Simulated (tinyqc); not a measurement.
Small-signal admittance of a forward-biased p+-n diode: one step of the calculation.

Holes injected into a neutral base of width wb with an ohmic contact at its end; low injection, p0 far above the equilibrium density. A small voltage v exp(i w t), w = 2 pi f, modulates the edge density by p0 v/Vt, and the small-signal density obeys Dp d2p/dx2 = (1/tau + i w) p.

Question. Closed-form admittance. L = sqrt(Dp tau); direct current J = (q Dp p0/L) coth(wb/L); k = sqrt(1 + i w tau)/L; diffusion admittance Y = (q Dp p0/Vt) k coth(k wb) = G + i w C_diff; junction capacitance C_j = sqrt(q eps0 eps_r Nd/(2 Vr)) in the depletion approximation, with the remaining barrier Vr = Vt ln(Na/p0), a rough value under forward bias; base-width modulation is left out.

Inputs (values chosen for the exercise); permittivity close to that of silicon:
```
symbol   value    unit                                   meaning
T          300       K                               temperature
eps_r     11.7                             relative permittivity
Nd      9.9e15   cm^-3                 donor density of the base
Dp           7  cm^2/s                hole diffusion coefficient
tau       1e-7       s                             hole lifetime
wb          10      um                 width of the neutral base
p0      1.7e13   cm^-3  excess hole density at the junction edge
Na        2e19   cm^-3           acceptor density of the p+ side
f        6.9e5      Hz                          signal frequency
```

Constants: q = 1.602176634e-19 C, kB = 1.380649e-23 J/K, Vt = kB T/q, eps0 = 8.8541878128e-14 F/cm where lengths are in cm. Results are converted to the units shown.

Find: L; J; k wb; Y; C_diff; C_j.

Answer.

L = 8.367 um
J = 0.02738 A/cm^2
k wb = 1.222+0.253i
Y = 1.064+0.128i S/cm^2
C_diff = 0.02952 uF/cm^2
C_j = 0.04768 uF/cm^2

G is 1.00 times its low-frequency value J/Vt, and C_diff is 0.619 times C_j.

Numbers from tinyqc (`OMP_NUM_THREADS=1 python tinyqc.py 2890189 2890190 out.jsonl`; about 0.01 s on one thread of a shared Intel Xeon 2.30GHz).
